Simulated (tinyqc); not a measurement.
# Changing the lattice temperature T

Model: decay of LO phonons and the hot-phonon bottleneck in the cooling of electrons. Computed by tinyqc, a small Python program. Command: `OMP_NUM_THREADS=1 python tinyqc.py 3008416 3008417 out.jsonl hotphonon sweep`. One thread of a shared host (Intel(R) Xeon(R) Processor @ 2.30GHz), about 0.02 s of CPU time with the checks.

n(E, T) = 1/(exp(E/(k_B T)) - 1) is the Bose occupation. Electrons have a temperature T_e; the LO modes within their reach share one occupation N; the decay products stay at the lattice temperature.

Inputs (values chosen for the exercise, modelled on gallium arsenide): LO energy hbar omega = 36 meV; lifetime at T = 0, tau_0 = 10 ps; weight b of the three-phonon channel = 0.2.

Decay channel: two equal phonons plus a three-phonon channel.

Constants: k_B = 8.617333262e-05 eV/K; c = 299792458 m/s.

Method. Decay rate 1/tau = (1/tau_0) [1 + 2 n_2 + b (1 + 3 n_3 + 3 n_3^2)]/(1 + b), n_2 = n(hbar omega/2), n_3 = n(hbar omega/3). Full width Gamma = 1/(2 pi c tau) in 1/cm, c in cm/s.

One run for each value; columns: (1) lattice temperature T (K); (2) Raman width Gamma (1/cm); (3) phonon lifetime tau (ps); (4) equilibrium LO occupation N_0; (5) thermal factor tau_0/tau:
```
(1)    (2)    (3)        (4)    (5)
20    0.53  9.995  8.480e-10   1.00
31    0.53  9.924  1.404e-06   1.01
47    0.56  9.537  1.380e-04   1.05
71    0.63  8.417  2.791e-03   1.19
110   0.83  6.382  2.293e-02   1.57
170   1.27  4.176  9.368e-02   2.39
250   2.04  2.600  2.316e-01   3.85
390   3.84  1.383  5.211e-01   7.23
590   7.36  0.722  9.708e-01  13.86
900  14.98  0.354  1.693e+00  28.22
```

Over the rows, Raman width Gamma (1/cm) rises from 0.531 to 15.0 (exponent d ln y / d ln x 0.016 between the first rows and 1.7 between the last); phonon lifetime tau (ps) falls from 9.99 to 0.354 (exponent d ln y / d ln x -0.016 between the first rows and -1.7 between the last); equilibrium LO occupation N_0 rises from 8.48e-10 to 1.69 (exponent d ln y / d ln x 17 between the first rows and 1.3 between the last). At the low end the exponent of Raman width Gamma is 0.02, close to 0: spontaneous decay alone. The width is flat while k_B T is small against the energy of the softer product, and then grows with the occupation of the products.
